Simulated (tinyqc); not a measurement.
Electron continuity equation in a given potential, Scharfetter-Gummel discretisation: two steps of the calculation.

Steady state in one dimension: J = q mu n E + q D dn/dx with E = -dpsi/dx and D = mu Vt, dJ/dx = q (n/tau - G), fixed densities nL and nR at the ends. The potential is given, psi = U (x/L)^2, and is not changed by the electrons.

Parameters, values chosen for the exercise; mobility close to that of silicon at room temperature:
- T = 300 K (temperature)
- mu = 1360 cm^2/(V s) (electron mobility)
- L = 0.13 um (length of the region)
- nL = 4.7e14 cm^-3 (density at x = 0)
- nR = 4.3e15 cm^-3 (density at x = L)
- tau = 8.7e-13 s (lifetime)
- G = 8.8e25 cm^-3 s^-1 (uniform generation rate)

Constants: q = 1.602176634e-19 C, kB = 1.380649e-23 J/K, Vt = kB T/q. Results are converted to the units shown.

Task 1. Tridiagonal system for the inner nodes. Row i (1 to 10): B(-d_(i-1)) n_(i-1) + b_i n_i + B(d_i) n_(i+1) = f_i with b_i = -B(-d_i) - B(d_(i-1)) - h^2/(D tau) and f_i = -G h^2/D; the known end values are moved to the right: f_1 loses B(-d_0) nL and f_10 loses B(d_10) nR. h = L/11, D = mu Vt.

| interval | B(d_i) | B(-d_i) |
|---|---|---|
| 0 | 1.0323090 | 0.96837227 |
| 1 | 1.0989692 | 0.90715894 |
| 2 | 1.1683438 | 0.84866015 |
| 3 | 1.2404154 | 0.79285824 |
| 4 | 1.3151576 | 0.73972696 |
| 5 | 1.3925359 | 0.68923180 |
| 6 | 1.4725080 | 0.64133037 |
| 7 | 1.5550240 | 0.59597287 |
| 8 | 1.6400272 | 0.55310260 |
| 9 | 1.7274547 | 0.51265662 |
| 10 | 1.8172379 | 0.47456636 |

Wanted: diagonal b; right side f.

Result 1.

| node | diagonal b | right side f (cm^-3) |
|---|---|---|
| 1 | -1.985 | -4.586e14 |
| 2 | -1.993 | -3.496e12 |
| 3 | -2.007 | -3.496e12 |
| 4 | -2.026 | -3.496e12 |
| 5 | -2.050 | -3.496e12 |
| 6 | -2.080 | -3.496e12 |
| 7 | -2.114 | -3.496e12 |
| 8 | -2.154 | -3.496e12 |
| 9 | -2.198 | -3.496e12 |
| 10 | -2.248 | -7.818e15 |

Task 2. Densities and current. B(d) = d/(exp(d) - 1) with d_i = (psi_(i+1) - psi_i)/Vt; b and f are the diagonal and right side of the balance equations. Solve B(-d_(i-1)) n_(i-1) + b_i n_i + B(d_i) n_(i+1) = f_i (end values already in f), then J_i = (q D/h) [n_(i+1) B(d_i) - n_i B(-d_i)], h = L/11, D = mu Vt.

| interval | B(d_i) | B(-d_i) |
|---|---|---|
| 0 | 1.0323090 | 0.96837227 |
| 1 | 1.0989692 | 0.90715894 |
| 2 | 1.1683438 | 0.84866015 |
| 3 | 1.2404154 | 0.79285824 |
| 4 | 1.3151576 | 0.73972696 |
| 5 | 1.3925359 | 0.68923180 |
| 6 | 1.4725080 | 0.64133037 |
| 7 | 1.5550240 | 0.59597287 |
| 8 | 1.6400272 | 0.55310260 |
| 9 | 1.7274547 | 0.51265662 |
| 10 | 1.8172379 | 0.47456636 |

| node | diagonal b | right side f (cm^-3) |
|---|---|---|
| 1 | -1.9851293 | -4.5863080e14 |
| 2 | -1.9932907 | -3.4958352e12 |
| 3 | -2.0068635 | -3.4958352e12 |
| 4 | -2.0258037 | -3.4958352e12 |
| 5 | -2.0500508 | -3.4958352e12 |
| 6 | -2.0795277 | -3.4958352e12 |
| 7 | -2.1141422 | -3.4958352e12 |
| 8 | -2.1537879 | -3.4958352e12 |
| 9 | -2.1983452 | -3.4958352e12 |
| 10 | -2.2476824 | -7.8176187e15 |

Find: n; J.

Result 2.

| node | n (cm^-3) |
|---|---|
| 0 | 4.7000e14 |
| 1 | 3.3299e15 |
| 2 | 5.5977e15 |
| 3 | 6.9616e15 |
| 4 | 7.4305e15 |
| 5 | 7.2461e15 |
| 6 | 6.7178e15 |
| 7 | 6.0931e15 |
| 8 | 5.5111e15 |
| 9 | 5.0212e15 |
| 10 | 4.6233e15 |
| 11 | 4.3000e15 |

| interval | J (1e4 A/cm^2) |
|---|---|
| 0 | 1.4215 |
| 1 | 1.4923 |
| 2 | 1.6125 |
| 3 | 1.7623 |
| 4 | 1.9224 |
| 5 | 2.0784 |
| 6 | 2.2230 |
| 7 | 2.3539 |
| 8 | 2.4722 |
| 9 | 2.5798 |
| 10 | 2.6788 |

Range of the model: The drift velocity mu E exceeds 1e7 cm/s somewhere, where real mobilities no longer stay constant.

tinyqc, about 0.01 s, one thread, Intel Xeon 2.30GHz (shared host): `OMP_NUM_THREADS=1 python tinyqc.py 2220140 2220141 out.jsonl`
